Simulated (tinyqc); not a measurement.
Surface Green function of a two-leg ladder, Sancho-Rubio decimation: one step of the calculation.

A semi-infinite lead of cells 0, 1, 2, ... with H0 inside a cell and H1 = <cell i|H|cell i + 1>. One rung (site 1 on leg a, site 2 on leg b) is a cell; all hoppings enter with a minus sign. z = E + i eta.

Problem. Self-energy, Dyson check and densities of states. Sigma = H1 g_s H1^dagger is what the lead adds to one more cell, and (z - H0 - Sigma)^(-1) must give g_s back. Densities of states: -Im of the diagonals over pi.

Parameters, values chosen for the exercise: energy E = -7.61 eV; broadening eta = 0.02 eV.

H0 (eV):
```
       1      2
1      0  -1.22
2  -1.22  -1.59
```

H1 (eV):
```
      1      2
1  -2.5  -0.77
2     0  -3.15
```

converged surface Green function g_s (1/eV):
```
                         1                        2
1  -0.15393165-0.05097911i  -0.04373805-0.08102428i
2  -0.04373805-0.08102428i  -0.21972207-0.13018126i
```

converged bulk Green function (1/eV):
```
                         1                        2
1  -0.11745394-0.05589562i   0.05999557-0.10267012i
2   0.05999557-0.10267012i  -0.02715744-0.20294829i
```

Find: Sigma; (z - H0 - Sigma)^(-1); surface density of states; bulk density of states.

Solution.

Sigma (eV):
```
                 1                2
1  -1.2607-0.7077i  -0.8774-0.9538i
2  -0.8774-0.9538i  -2.1802-1.2917i
```

(z - H0 - Sigma)^(-1) (1/eV):
```
                   1                  2
1  -0.15393-0.05098i  -0.04374-0.08102i
2  -0.04374-0.08102i  -0.21972-0.13018i
```

```
orbital  surface density of states (1/eV)  bulk density of states (1/eV)
1                                0.016227                       0.017792
2                                0.041438                       0.064600
```

tinyqc, about 0.09 s, one thread, Intel Xeon 2.30GHz (shared host): `OMP_NUM_THREADS=1 python tinyqc.py 2680113 2680114 out.jsonl`
